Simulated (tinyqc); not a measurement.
Inside a calculation. Method: sp3 tight binding, zinc-blende lattice. Computed by tinyqc, a small Python program that keeps every step. Command: `OMP_NUM_THREADS=1 python tinyqc.py 21975 21976 out.jsonl` (the two numbers bound the seeds that draw the settings). One thread of a shared host (Intel(R) Xeon(R) Processor @ 2.60GHz), about 0.01 s of CPU time with the checks.

## Bloch Hamiltonian at k

Parameters chosen for this model: zinc-blende lattice, anion at 0, cation at a/4 (1,1,1); V = eta hbar^2 / (m d^2), hbar^2/m = 7.619964 eV angstrom^2:
```
parameter          value      unit
a               5.150000  angstrom
d               2.230015  angstrom
Es anion      -14.720000        eV
Ep anion       -6.720000        eV
Es cation     -14.720000        eV
Ep cation      -6.720000        eV
eta ss         -1.400000
eta sp          1.840000
eta pp sigma    3.240000
eta pp pi      -0.810000
V ss           -2.145187        eV
V sp            2.819389        eV
V pp sigma      4.964576        eV
V pp pi        -1.241144        eV
```

k point k (2 pi / a): 0.480000  0.360000  0.260000

Slater-Koster rules over the four bonds with direction cosines (l, m, n): ss V_ss; s-px l V_sp; px-s -l V_sp; px-px l^2 V_pps + (1 - l^2) V_ppp; px-py l m (V_pps - V_ppp); each times exp(i k.d).

H(k) at k (eV):
```
                      a s                 a px                 a py                 a pz
a s            -14.720000             0.000000             0.000000             0.000000
a px             0.000000            -6.720000             0.000000             0.000000
a py             0.000000             0.000000            -6.720000             0.000000
a pz             0.000000             0.000000             0.000000            -6.720000
c s   -4.846986-1.249986i   1.010043+3.453786i   1.494587+2.334072i   2.191839+1.591573i
c px  -1.010043-3.453786i   1.869552+0.482138i  -2.785385-2.022568i  -1.899318-2.966134i
c py  -1.494587-2.334072i  -2.785385-2.022568i   1.869552+0.482138i  -1.283561-4.389065i
c pz  -2.191839-1.591573i  -1.899318-2.966134i  -1.283561-4.389065i   1.869552+0.482138i

                      c s                 c px                 c py                 c pz
a s   -4.846986+1.249986i  -1.010043+3.453786i  -1.494587+2.334072i  -2.191839+1.591573i
a px   1.010043-3.453786i   1.869552-0.482138i  -2.785385+2.022568i  -1.899318+2.966134i
a py   1.494587-2.334072i  -2.785385+2.022568i   1.869552-0.482138i  -1.283561+4.389065i
a pz   2.191839-1.591573i  -1.899318+2.966134i  -1.283561+4.389065i   1.869552-0.482138i
c s            -14.720000             0.000000             0.000000             0.000000
c px             0.000000            -6.720000             0.000000             0.000000
c py             0.000000             0.000000            -6.720000             0.000000
c pz             0.000000             0.000000             0.000000            -6.720000
```

## Levels at k

Diagonalise the Hermitian matrix.

eigenvalues (eV): -21.260182  -16.354513  -12.792694  -12.261854  -5.636964  -1.542526  -0.874720  0.963452

weights |c|^2 of the basis functions:
```
        band 1    band 2    band 3    band 4    band 5    band 6    band 7    band 8
a s   0.455655  0.190027  0.013496  0.009085  0.292580  0.009753  0.002648  0.026756
a px  0.024241  0.092163  0.063078  0.243014  0.082731  0.367451  0.000081  0.127243
a py  0.012868  0.102655  0.111808  0.239246  0.040648  0.056469  0.276227  0.160079
a pz  0.007237  0.115155  0.311618  0.008655  0.084041  0.066327  0.221045  0.185922
c s   0.455655  0.190027  0.013496  0.009085  0.292580  0.009753  0.002648  0.026756
c px  0.024241  0.092163  0.063078  0.243014  0.082731  0.367451  0.000081  0.127243
c py  0.012868  0.102655  0.111808  0.239246  0.040648  0.056469  0.276227  0.160079
c pz  0.007237  0.115155  0.311618  0.008655  0.084041  0.066327  0.221045  0.185922
```

## Bloch Hamiltonian at G

k point G (2 pi / a): 0  0  0

As before.

H(k) at G (eV):
```
             a s       a px       a py       a pz         c s       c px       c py       c pz
a s   -14.720000   0.000000   0.000000   0.000000   -8.580749   0.000000   0.000000   0.000000
a px    0.000000  -6.720000   0.000000   0.000000    0.000000   3.309718   0.000000   0.000000
a py    0.000000   0.000000  -6.720000   0.000000    0.000000   0.000000   3.309718   0.000000
a pz    0.000000   0.000000   0.000000  -6.720000    0.000000   0.000000   0.000000   3.309718
c s    -8.580749   0.000000   0.000000   0.000000  -14.720000   0.000000   0.000000   0.000000
c px    0.000000   3.309718   0.000000   0.000000    0.000000  -6.720000   0.000000   0.000000
c py    0.000000   0.000000   3.309718   0.000000    0.000000   0.000000  -6.720000   0.000000
c pz    0.000000   0.000000   0.000000   3.309718    0.000000   0.000000   0.000000  -6.720000
```

## Levels at G

As before.

eigenvalues (eV): -23.300749  -10.029718  -10.029718  -10.029718  -6.139251  -3.410282  -3.410282  -3.410282

## Bands along a path

The same steps at evenly spaced points between the labelled ones.

Bands along the path (eV):
```
k             band 1      band 2      band 3      band 4     band 5     band 6     band 7     band 8
L         -20.564150  -17.707980  -12.512006  -12.512006  -6.061080  -0.927994  -0.927994   1.453211
L-G 0.33  -21.674415  -15.801152  -12.001956  -12.001956  -5.913801  -1.438044  -1.438044   0.509367
L-G 0.67  -22.865545  -12.415534  -10.794617  -10.794617  -5.749632  -2.645383  -2.645383  -1.849289
G         -23.300749  -10.029718  -10.029718  -10.029718  -6.139251  -3.410282  -3.410282  -3.410282
G-X 0.33  -22.713126  -11.889847  -11.753057  -11.753057  -4.985306  -3.291721  -1.686943  -1.686943
G-X 0.67  -21.005099  -15.133851  -14.074353  -14.074353  -3.670634  -3.070417   0.634353   0.634353
X         -18.361625  -18.361625  -14.994294  -14.994294  -3.078375  -3.078375   1.554294   1.554294
X-W 0.33  -18.361625  -18.361625  -14.994294  -14.994294  -3.078375  -3.078375   1.554294   1.554294
X-W 0.67  -18.361625  -18.361625  -14.994294  -14.994294  -3.078375  -3.078375   1.554294   1.554294
W         -18.361625  -18.361625  -14.994294  -14.994294  -3.078375  -3.078375   1.554294   1.554294
```

With 4 band(s) filled, the highest filled level on these points lies at G and the lowest empty one at G: a gap of 3.8905 eV, direct.
